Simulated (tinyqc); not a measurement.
Worked calculation: coupled-perturbed Hartree-Fock on RHF in the 6-31g basis, for H3-, spin multiplicity 1. The basis has no diffuse functions, so it cannot describe the extra electron: this is an exercise in the method, not the real anion. Computed by tinyqc, a small Python program that keeps every step (integrals from PySCF). Settings: charge = -1, multiplicity = 1, basis = 6-31g, method = RHF, energy threshold = 1e-10, iteration cap = 70, orthogonalisation = canonical, start = core, DIIS depth = 6. Command: `OMP_NUM_THREADS=1 python tinyqc.py 21276 21277 out.jsonl` (the two numbers bound the seeds that draw the settings). One thread of a shared host (Intel(R) Xeon(R) Processor @ 2.60GHz), about 0.2 s of CPU time with the checks. The early iterations of the SCF are left out here.

## One-electron integrals

Geometry (angstrom):
```
atom         x         y          z
H     0.000000  0.000000   0.000000
H     0.000000  0.000000   1.180000
H     0.000000  0.832000  -0.837000
```

Basis 6-31g: exponents (1/bohr^2) and contraction coefficients of normalised primitives:
```
element  l (shell)   exponent  coefficient
H            s (1)  18.731137     0.033495
H            s (1)   2.825394     0.234727
H            s (1)   0.640122     0.813757
H            s (2)   0.161278     1.000000
```

Overlap, kinetic and nuclear-attraction integrals over the contracted functions; the nuclear repulsion is the sum of Za Zb / Rab.

nuclear repulsion = 1.13938216 hartree

overlap S, lower triangle:
```
          1H 1s     1H 2s     2H 1s     2H 2s     3H 1s     3H 2s
1H 1s  1.000000
1H 2s  0.658292  1.000000
2H 1s  0.154928  0.342537  1.000000
2H 2s  0.342537  0.669674  0.658292  1.000000
3H 1s  0.154852  0.342473  0.002907  0.070902  1.000000
3H 2s  0.342473  0.669598  0.070902  0.253886  0.658292  1.000000
```

kinetic energy T (hartree), lower triangle:
```
           1H 1s     1H 2s      2H 1s      2H 2s     3H 1s     3H 2s
1H 1s   1.395678
1H 2s   0.259735  0.241917
2H 1s  -0.031995  0.076013   1.395678
2H 2s   0.076013  0.118700   0.259735   0.241917
3H 1s  -0.032027  0.075983  -0.007527  -0.013473  1.395678
3H 2s   0.075983  0.118674  -0.013473   0.005287  0.259735  0.241917
```

nuclear attraction V (hartree), lower triangle:
```
           1H 1s      1H 2s      2H 1s      2H 2s      3H 1s      3H 2s
1H 1s  -2.549865
1H 2s  -1.330208  -1.471985
2H 1s  -0.321533  -0.641824  -2.344114
2H 2s  -0.684978  -0.968106  -1.195938  -1.298749
3H 1s  -0.321350  -0.641679  -0.005654  -0.131564  -2.344051
3H 2s  -0.684838  -0.967981  -0.131570  -0.373120  -1.195898  -1.298708
```

core Hamiltonian H = T + V (hartree), lower triangle:
```
           1H 1s      1H 2s      2H 1s      2H 2s      3H 1s      3H 2s
1H 1s  -1.154186
1H 2s  -1.070472  -1.230069
2H 1s  -0.353528  -0.565811  -0.948436
2H 2s  -0.608965  -0.849406  -0.936203  -1.056832
3H 1s  -0.353377  -0.565696  -0.013181  -0.145037  -0.948373
3H 2s  -0.608855  -0.849307  -0.145043  -0.367832  -0.936163  -1.056791
```

## Two-electron integrals

Functions are numbered as in S; the eight-fold symmetry (ij|kl) = (ji|kl) = (kl|ij) leaves the list below.

Two-electron integrals (ij|kl) in chemists' order, unique and non-zero (hartree):
```
(11|11) 1.076566   (21|11) 0.578470   (21|21) 0.329423   (22|11) 0.587396
(22|21) 0.361304   (22|22) 0.453150   (31|11) 0.116560   (31|21) 0.069121
(31|22) 0.080402   (31|31) 0.021962   (32|11) 0.178065   (32|21) 0.112659
(32|22) 0.148266   (32|31) 0.039969   (32|32) 0.088156   (33|11) 0.445762
(33|21) 0.289597   (33|22) 0.403055   (33|31) 0.116560   (33|32) 0.289942
(33|33) 1.076566   (41|11) 0.289942   (41|21) 0.166540   (41|22) 0.185167
(41|31) 0.039969   (41|32) 0.067216   (41|33) 0.178065   (41|41) 0.088156
(42|11) 0.353202   (42|21) 0.220106   (42|22) 0.284347   (42|31) 0.059576
(42|32) 0.120777   (42|33) 0.353202   (42|41) 0.120777   (42|42) 0.203221
(43|11) 0.289597   (43|21) 0.186844   (43|22) 0.258100   (43|31) 0.069121
(43|32) 0.166540   (43|33) 0.578470   (43|41) 0.112659   (43|42) 0.220106
(43|43) 0.329423   (44|11) 0.403055   (44|21) 0.258100   (44|22) 0.356362
(44|31) 0.080402   (44|32) 0.185167   (44|33) 0.587396   (44|41) 0.148266
(44|42) 0.284347   (44|43) 0.361304   (44|44) 0.453150   (51|11) 0.116495
(51|21) 0.069083   (51|22) 0.080360   (51|31) 0.011671   (51|32) 0.019487
(51|33) 0.049805   (51|41) 0.032161   (51|42) 0.043496   (51|43) 0.032737
(51|44) 0.048522   (51|51) 0.021940   (52|11) 0.178013   (52|21) 0.112628
(52|22) 0.148230   (52|31) 0.019492   (52|32) 0.034916   (52|33) 0.091541
(52|41) 0.052462   (52|42) 0.078971   (52|43) 0.060226   (52|44) 0.090556
(52|51) 0.039941   (52|52) 0.088123   (53|11) 0.002378   (53|21) 0.001388
(53|22) 0.001566   (53|31) 0.000322   (53|32) 0.000539   (53|33) 0.001396
(53|41) 0.000730   (53|42) 0.001006   (53|43) 0.000897   (53|44) 0.001215
(53|51) 0.000322   (53|52) 0.000539   (53|53) 0.000008   (54|11) 0.041173
(54|21) 0.025612   (54|22) 0.032527   (54|31) 0.004623   (54|32) 0.008160
(54|33) 0.021251   (54|41) 0.012190   (54|42) 0.018004   (54|43) 0.013962
(54|44) 0.020756   (54|51) 0.008521   (54|52) 0.017603   (54|53) 0.000129
(54|54) 0.003697   (55|11) 0.445702   (55|21) 0.289561   (55|22) 0.403019
(55|31) 0.049827   (55|32) 0.091556   (55|33) 0.242535   (55|41) 0.133861
(55|42) 0.209820   (55|43) 0.159655   (55|44) 0.241921   (55|51) 0.116495
(55|52) 0.289885   (55|53) 0.001396   (55|54) 0.054980   (55|55) 1.076566
(61|11) 0.289885   (61|21) 0.166508   (61|22) 0.185132   (61|31) 0.032172
(61|32) 0.052466   (61|33) 0.133850   (61|41) 0.081686   (61|42) 0.107960
(61|43) 0.087150   (61|44) 0.123916   (61|51) 0.039941   (61|52) 0.067187
(61|53) 0.000730   (61|54) 0.015010   (61|55) 0.178013   (61|61) 0.088123
(62|11) 0.353152   (62|21) 0.220075   (62|22) 0.284310   (62|31) 0.043512
(62|32) 0.078978   (62|33) 0.209806   (62|41) 0.107965   (62|42) 0.164947
(62|43) 0.136652   (62|44) 0.198160   (62|51) 0.059540   (62|52) 0.120740
(62|53) 0.001006   (62|54) 0.025376   (62|55) 0.353152   (62|61) 0.120740
(62|62) 0.203175   (63|11) 0.041178   (63|21) 0.025614   (63|22) 0.032529
(63|31) 0.008526   (63|32) 0.017607   (63|33) 0.054980   (63|41) 0.015013
(63|42) 0.025379   (63|43) 0.032199   (63|44) 0.036947   (63|51) 0.004621
(63|52) 0.008159   (63|53) 0.000129   (63|54) 0.001931   (63|55) 0.021251
(63|61) 0.012189   (63|62) 0.018003   (63|63) 0.003697   (64|11) 0.139908
(64|21) 0.086736   (64|22) 0.110729   (64|31) 0.020388   (64|32) 0.038760
(64|33) 0.107187   (64|41) 0.045369   (64|42) 0.072190   (64|43) 0.068359
(64|44) 0.093391   (64|51) 0.020379   (64|52) 0.038754   (64|53) 0.000422
(64|54) 0.008678   (64|55) 0.107187   (64|61) 0.045361   (64|62) 0.072184
(64|63) 0.008678   (64|64) 0.029209   (65|11) 0.289561   (65|21) 0.186823
(65|22) 0.258079   (65|31) 0.032752   (65|32) 0.060236   (65|33) 0.159655
(65|41) 0.087158   (65|42) 0.136662   (65|43) 0.105084   (65|44) 0.158897
(65|51) 0.069083   (65|52) 0.166508   (65|53) 0.000897   (65|54) 0.032199
(65|55) 0.578470   (65|61) 0.112628   (65|62) 0.220075   (65|63) 0.013962
(65|64) 0.068359   (65|65) 0.329423   (66|11) 0.403019   (66|21) 0.258079
(66|22) 0.356340   (66|31) 0.048543   (66|32) 0.090571   (66|33) 0.241921
(66|41) 0.123930   (66|42) 0.198175   (66|43) 0.158897   (66|44) 0.237879
(66|51) 0.080360   (66|52) 0.185132   (66|53) 0.001215   (66|54) 0.036947
(66|55) 0.587396   (66|61) 0.148230   (66|62) 0.284310   (66|63) 0.020756
(66|64) 0.093391   (66|65) 0.361304   (66|66) 0.453150
```

## Orthogonalisation

S = U s U^T; canonical form X = U s^(-1/2), so that X^T S X = 1. Each column of U has its largest component positive (the first on a tie).

eigenvalues of S: 0.105441  0.270958  0.396610  0.848093  1.472248  2.906649

X:
```
               1          2          3          4          5         6
1H 1s  -0.801327   0.000011   0.796955   0.788230  -0.000047  0.229779
1H 2s   2.291681  -0.000060  -0.523487   0.217588  -0.000008  0.319873
2H 1s   0.320694   0.854292   0.726547  -0.476337  -0.453043  0.173447
2H 2s  -1.300981  -1.056064  -0.527521  -0.168561  -0.366472  0.253749
3H 1s   0.320613  -0.854377   0.726523  -0.476208   0.453126  0.173419
3H 2s  -1.300714   1.056201  -0.527450  -0.168469   0.366553  0.253723
```

## Iteration 7 (converged): orbitals

converged F (hartree), lower triangle:
```
           1H 1s      1H 2s      2H 1s      2H 2s      3H 1s      3H 2s
1H 1s   0.431051
1H 2s  -0.224191  -0.085490
2H 1s  -0.236629  -0.218489   0.450212
2H 2s  -0.230546  -0.135037  -0.216462  -0.033156
3H 1s  -0.236561  -0.218441   0.003939  -0.068782   0.450275
3H 2s  -0.230503  -0.135015  -0.068790  -0.089439  -0.216424  -0.033119
```

Diagonalise F' = X^T F X, C = X C', fill 2 alpha and 2 beta electrons from the bottom; D = 2 C_occ C_occ^T. Each column has its largest component positive (the first on a tie).

F' = X^T F X (hartree), lower triangle:
```
           1          2          3          4         5          6
1   1.055614
2   0.000014   1.310021
3  -0.071117  -0.000037   1.308807
4  -0.458417  -0.000026  -0.084036   0.882510
5   0.000005  -0.350772   0.000024  -0.000033  0.100285
6   0.010413  -0.000005  -0.004825  -0.012091  0.000019  -0.241404
```

orbital energies (hartree): MO1 -0.241578, MO2 0.005935, MO3 0.487801, MO4 1.323567, MO5 1.404372, MO6 1.435737

coefficients C:
```
            MO1        MO2        MO3        MO4        MO5        MO6
1H 1s  0.243364  -0.000002   0.199249   0.764940  -0.000343  -1.125748
1H 2s  0.309487   0.000043   1.544878  -0.719452   0.000743   1.635684
2H 1s  0.170096  -0.215607  -0.064744   0.747298  -0.941926   0.545406
2H 2s  0.256444  -0.628209  -1.022896  -0.405668   0.923853  -0.887922
3H 1s  0.170030   0.215638  -0.064742   0.746323   0.943470   0.544083
3H 2s  0.256348   0.628310  -1.022686  -0.404680  -0.925511  -0.886583
```

D after iteration 7, lower triangle:
```
          1H 1s     1H 2s      2H 1s      2H 2s     3H 1s     3H 2s
1H 1s  0.118452
1H 2s  0.150636  0.191564
2H 1s  0.082791  0.105266   0.150837
2H 2s  0.124821  0.158678   0.358132   0.920820
3H 1s  0.082757  0.105262  -0.035143  -0.183725  0.150820
3H 2s  0.124769  0.158727  -0.183728  -0.657942  0.358148  0.920975
```

## Convergence

Stop when the energy changes by less than 1e-10 hartree and every element of the error matrix X^T (F D S - S D F) X is below 3e-06.

Course of the cycle:
```
iteration  E (hartree)     change  largest element of the error matrix
1          -1.32995431          -                             4.70e-01
2          -1.53158622  -2.02e-01                             4.67e-02
3          -1.53391517  -2.33e-03                             5.55e-03
4          -1.53393710  -2.19e-05                             2.57e-04
5          -1.53393717  -6.05e-08                             1.40e-05
6          -1.53393717  -1.63e-10                             2.12e-07
7          -1.53393717  -4.53e-14                             8.55e-09
```

PySCF RHF in the same basis = -1.53393717 hartree

Converged in 7 iterations.

## Integrals over molecular orbitals

(pq|rs) = sum C_ip C_jq C_kr C_ls (ij|kl), one index at a time.

one-electron integrals over orbitals h = C^T H C (hartree), lower triangle:
```
           1          2          3          4          5          6
1  -1.378125
2   0.000000  -1.059551
3  -0.113815  -0.000007  -0.806496
4  -0.156201   0.000096   0.023005  -0.192735
5  -0.000036  -0.201331   0.000170  -0.000021  -0.081888
6   0.039248   0.000130   0.248933   0.012049  -0.000071  -0.186424
```

Two-electron integrals over orbitals (pq|rs), unique and non-zero (hartree):
```
(11|11) 0.469998    (21|11) -0.000030   (21|21) 0.116487    (22|11) 0.391518
(22|21) 0.000030    (22|22) 0.398939    (31|11) 0.064033    (31|21) 0.000014
(31|22) -0.013606   (31|31) 0.076763    (32|11) 0.000023    (32|21) -0.076994
(32|22) -0.000025   (32|31) -4.31e-06   (32|32) 0.071768    (33|11) 0.383280
(33|21) -0.000009   (33|22) 0.338134    (33|31) 0.043439    (33|32) 0.000011
(33|33) 0.351472    (41|11) 0.077230    (41|21) -0.000036   (41|22) 0.063819
(41|31) 0.010106    (41|32) 0.000017    (41|33) 0.047154    (41|41) 0.056450
(42|11) -0.000053   (42|21) 0.048667    (42|22) -0.000025   (42|31) 3.69e-06
(42|32) -0.028880   (42|33) -0.000022   (42|41) -0.000054   (42|42) 0.048296
(43|11) -0.001108   (43|21) 1.85e-06    (43|22) -0.019781   (43|31) 0.012822
(43|32) 0.000005    (43|33) -0.001623   (43|41) 0.001874    (43|42) 0.000021
(43|43) 0.027220    (44|11) 0.427320    (44|21) -0.000135   (44|22) 0.383204
(44|31) 0.034819    (44|32) 0.000091    (44|33) 0.355585    (44|41) 0.077905
(44|42) -0.000118   (44|43) -0.014372   (44|44) 0.422203    (51|11) -4.63e-06
(51|21) 0.048933    (51|22) 0.000053    (51|31) -0.000024   (51|32) -0.027320
(51|33) -5.93e-07   (51|41) -0.000016   (51|42) 0.046743    (51|43) -0.000011
(51|44) -0.000047   (51|51) 0.046382    (52|11) 0.081612    (52|21) 0.000066
(52|22) 0.087041    (52|31) -0.008848   (52|32) -0.000039   (52|33) 0.042677
(52|41) 0.052651    (52|42) 0.000025    (52|43) -0.022252   (52|44) 0.095402
(52|51) 0.000096    (52|52) 0.077590    (53|11) -0.000066   (53|21) -0.013161
(53|22) -0.000051   (53|31) -0.000019   (53|32) -0.001233   (53|33) -0.000043
(53|41) -0.000017   (53|42) -0.024410   (53|43) -0.000008   (53|44) -0.000040
(53|51) -0.023774   (53|52) -0.000069   (53|53) 0.021489    (54|11) -0.000039
(54|21) 0.126558    (54|22) 0.000054    (54|31) -0.000014   (54|32) -0.085943
(54|33) -0.000018   (54|41) -0.000047   (54|42) 0.071346    (54|43) -4.75e-06
(54|44) -0.000167   (54|51) 0.071010    (54|52) 0.000114    (54|53) -0.025726
(54|54) 0.164913    (55|11) 0.394693    (55|21) 0.000265    (55|22) 0.410423
(55|31) -0.020778   (55|32) -0.000192   (55|33) 0.332697    (55|41) 0.085982
(55|42) 0.000105    (55|43) -0.032717   (55|44) 0.413629    (55|51) 0.000218
(55|52) 0.123242    (55|53) -0.000113   (55|54) 0.000383    (55|55) 0.464454
(61|11) -0.035505   (61|21) -0.000043   (61|22) 0.024731    (61|31) -0.053773
(61|32) 0.000021    (61|33) -0.029652   (61|41) -0.012394   (61|42) -0.000048
(61|43) -0.037933   (61|44) -0.006792   (61|51) 4.23e-06    (61|52) 0.028408
(61|53) 0.000027    (61|54) -0.000030   (61|55) 0.044646    (61|61) 0.077420
(62|11) -0.000066   (62|21) 0.053203    (62|22) -0.000041   (62|31) 0.000011
(62|32) -0.028591   (62|33) -0.000030   (62|41) -0.000061   (62|42) 0.040118
(62|43) 0.000024    (62|44) -0.000135   (62|51) 0.040508    (62|52) 0.000006
(62|53) -0.023075   (62|54) 0.071917    (62|55) 0.000074    (62|61) -0.000050
(62|62) 0.041521    (63|11) -0.108396   (63|21) 0.000014    (63|22) -0.057253
(63|31) -0.042709   (63|32) -3.72e-06   (63|33) -0.065490   (63|41) -0.052737
(63|42) 0.000038    (63|43) -0.015064   (63|44) -0.091593   (63|51) 0.000024
(63|52) -0.038695   (63|53) 0.000025    (63|54) 0.000034    (63|55) -0.065341
(63|61) 0.044451    (63|62) 0.000044    (63|63) 0.075455    (64|11) -0.036327
(64|21) -0.000139   (64|22) 0.044164    (64|31) -0.078853   (64|32) 0.000090
(64|33) -0.032217   (64|41) 0.004189    (64|42) -0.000096   (64|43) -0.032061
(64|44) -0.001730   (64|51) -0.000029   (64|52) 0.044248    (64|53) 0.000034
(64|54) -0.000139   (64|55) 0.077083    (64|61) 0.081793    (64|62) -0.000106
(64|63) 0.039075    (64|64) 0.116307    (65|11) 0.000013    (65|21) 0.097183
(65|22) 0.000027    (65|31) 0.000045    (65|32) -0.070902   (65|33) 0.000021
(65|41) -0.000024   (65|42) 0.060073    (65|43) 0.000023    (65|44) -0.000112
(65|51) 0.059136    (65|52) 0.000073    (65|53) -0.018883   (65|54) 0.128932
(65|55) 0.000274    (65|61) -0.000090   (65|62) 0.055436    (65|63) -0.000017
(65|64) -0.000190   (65|65) 0.105614    (66|11) 0.489124    (66|21) -0.000140
(66|22) 0.381427    (66|31) 0.096059    (66|32) 0.000106    (66|33) 0.405463
(66|41) 0.110799    (66|42) -0.000129   (66|43) 0.018225    (66|44) 0.456196
(66|51) -0.000091   (66|52) 0.087114    (66|53) -0.000060   (66|54) -0.000211
(66|55) 0.398437    (66|61) -0.083558   (66|62) -0.000135   (66|63) -0.151586
(66|64) -0.086690   (66|65) -0.000081   (66|66) 0.583601
```

## Response to a field: uncoupled start

dipole integrals <a|y|i> (bohr):
```
           i1         i2
a3  -0.622063  -0.640388
a4   0.068305  -0.027984
a5  -0.023169  -0.000015
a6  -0.101014   0.022575
```

Field along y; U_ai = -mu_ai / (e_a - e_i), alpha = -4 sum U_ai mu_ai.

uncoupled U:
```
           i1         i2
a3   0.852866   1.328977
a4  -0.043641   0.021238
a5   0.014076   0.000011
a6   0.060224  -0.015789
```

uncoupled polarisability = 5.567756 bohr^3

## Coupled step 1

U_ai = -(mu_ai + sum_bj [4 (ai|bj) - (ab|ij) - (aj|bi)] U_bj) / (e_a - e_i); alpha = -4 sum U_ai mu_ai.

U after step 1:
```
           i1         i2
a3   1.038017   1.672307
a4  -0.067979   0.093345
a5   0.086978  -0.000828
a6   0.096286   0.006389
```

polarisability = 6.941960 bohr^3

## Coupled step 2

As before.

U after step 2:
```
           i1         i2
a3   1.080527   1.784344
a4  -0.075679   0.122096
a5   0.115670  -0.000325
a6   0.107614   0.011520
```

polarisability = 7.346820 bohr^3

## Coupled polarisability

Repeat until U stops changing; compare with -d2E/dF2.

Course of the coupled iterations:
```
step  alpha (bohr^3)
0           5.567756
1           6.941960
2           7.346820
3           7.473184
4           7.513812
5           7.527136
6           7.531568
7           7.533059
8           7.533564
9           7.533736
10          7.533795
11          7.533815
12          7.533822
13          7.533824
14          7.533825
15          7.533825
16          7.533826
17          7.533826
18          7.533826
```

coupled polarisability = 7.533826 bohr^3

finite-field check, fields of +/-0.001 au = 7.533804 bohr^3
